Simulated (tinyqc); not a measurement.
Comparisons within one model: shallow acceptor in the spherical four-band model. A value that a table varies takes the place of the one given here.

The ground state 1S3/2 has an L = 0 part f(r) and an L = 2 part g(r). In units of Ry* and a*, with Gaussians f_i = exp(-a_i r^2), g_i = r^2 exp(-a_i r^2), A = a_i + a_j and I(n) = Gamma((n + 1)/2)/(2 A^((n + 1)/2)): S_ff = I(2), S_gg = I(6), H_ff = (6 a_i a_j/A) I(2) - 2 I(1), H_gg = (14 a_i a_j/A) I(6) - 2 I(5), H_fg = -mu [15 I(2) - 20 a_j I(4) + 4 a_j^2 I(6)]; each function is then normalised. The split-off band is left out.

Converged values use 22 exponents 2.2^i, i = -7 to 14, for f and for g.

Units Ry* = Ry/(g1 eps^2) and a* = a0 eps g1; mu = (6 g3 + 4 g2)/(5 g1) is the spherical heavy-light coupling and delta = (g3 - g2)/g1 the cubic term, which is left out.

Constants: Ry = 13.60569312 eV; a0 (Bohr radius) = 0.5291772105 angstrom.

Values chosen for the exercise (near those of a shallow acceptor in AlAs; shifted at random, so the results belong to these values and not to a real crystal): mus = (0.12, 0.36, 0.53, 0.58, 0.7, 0.85, 0.91) (couplings); rc = 1.9 angstrom (radius of the central cell); Vs = (2, 0, -0.5, -1.5, -2.5, -3.5) eV (central-cell strengths); g1 = 3.71 (Luttinger gamma1); g2 = 0.82 (gamma2); g3 = 1.41 (gamma3); eps = 9.6 (dielectric constant).

## Strength of the heavy-light coupling

Ry* = 39.7928 meV

Converged values in Ry* and a*; the heavy-mass hydrogen model gives 1/(1 - mu).

Results:

| mu | binding (Ry*) | 1/(1 - mu) | ratio | L = 2 weight | <r> (a*) | binding (meV) |
|---|---|---|---|---|---|---|
| 0.12 | 1.013 | 1.136 | 0.892 | 0.006 | 1.484 | 40.3 |
| 0.36 | 1.134 | 1.562 | 0.725 | 0.056 | 1.349 | 45.1 |
| 0.53 | 1.350 | 2.128 | 0.634 | 0.124 | 1.160 | 53.7 |
| 0.58 | 1.453 | 2.381 | 0.610 | 0.150 | 1.087 | 57.8 |
| 0.70 | 1.857 | 3.333 | 0.557 | 0.223 | 0.874 | 73.9 |
| 0.85 | 3.309 | 6.667 | 0.496 | 0.341 | 0.513 | 131.7 |
| 0.91 | 5.255 | 11.111 | 0.473 | 0.398 | 0.331 | 209.1 |

The binding starts as 1 + O(mu^2), 1.013 at mu = 0.12, since the coupling enters in second order, and reaches 5.25 at mu = 0.91. The ratio to the heavy-mass model falls from 0.89 to 0.47, towards about 0.44 as mu goes to 1: the bound hole is only partly heavy. The L = 2 weight grows to 0.40 and the radius shrinks by a factor 4.5.

## Central-cell correction

mu = 0.63288
a* = 18.847 angstrom

A short-range term V exp(-r^2/rc^2) is added (negative: attracts the hole); its elements are V S (A/(A + 1/rc^2))^(3/2) for f and ^(7/2) for g, in the same units.

Results:

| V (eV) | 1S binding (meV) | 2S binding (meV) | <r> (angstrom) | L = 2 weight |
|---|---|---|---|---|
| 2.0 | 55.7 | 17.15 | 21.4 | 0.175 |
| 0.0 | 63.5 | 18.20 | 18.9 | 0.180 |
| -0.5 | 66.8 | 18.60 | 18.0 | 0.182 |
| -1.5 | 76.4 | 19.68 | 15.9 | 0.186 |
| -2.5 | 93.1 | 21.24 | 13.3 | 0.191 |
| -3.5 | 123.6 | 23.38 | 10.5 | 0.195 |

From V = 0 to -3.5 eV the 1S binding grows by 60.0 meV (94 %) and the 2S binding by 5.18 meV, so the chemical shift sits mainly in the ground state. A repulsion of 2 eV removes 7.8 meV. The slope is 30.47 meV per eV over the last step against 3.92 on the repulsive side, since attraction pulls the state into the cell: the route from a shallow to a deep level.

## What each parameter does

Converged values. Each row changes one parameter from the base and keeps the others.

Results:

| case | mu | Ry* (meV) | binding (meV) | <r> (angstrom) |
|---|---|---|---|---|
| base | 0.633 | 39.79 | 63.55 | 18.9 |
| g1 = 4.01 | 0.586 | 36.82 | 53.99 | 22.0 |
| g2 = 0.7 | 0.607 | 39.79 | 60.55 | 19.7 |
| g3 = 1.3 | 0.597 | 39.79 | 59.53 | 20.0 |
| eps = 8.9 | 0.633 | 46.30 | 73.94 | 17.5 |

The largest shifts from the base row, up to three for each result and ties (the steps differ in size, so this ranks the rows, not the parameters). mu: g1 -0.047, g3 -0.036, g2 -0.026; unchanged at the printed digits by eps. Ry* (meV): eps +6.51, g1 -2.98; unchanged at the printed digits by g2 and g3. binding (meV): eps +10.39, g1 -9.55, g3 -4.02. <r> (angstrom): g1 +3.1, eps -1.4, g3 +1.1. g1 acts twice: it lowers Ry* and it lowers mu.

Run: tinyqc, `OMP_NUM_THREADS=1 python tinyqc.py 1282336 1282337 out.jsonl`; Intel(R) Xeon(R) Processor @ 2.30GHz, one thread, shared host; about 0.03 s of CPU time with all checks.
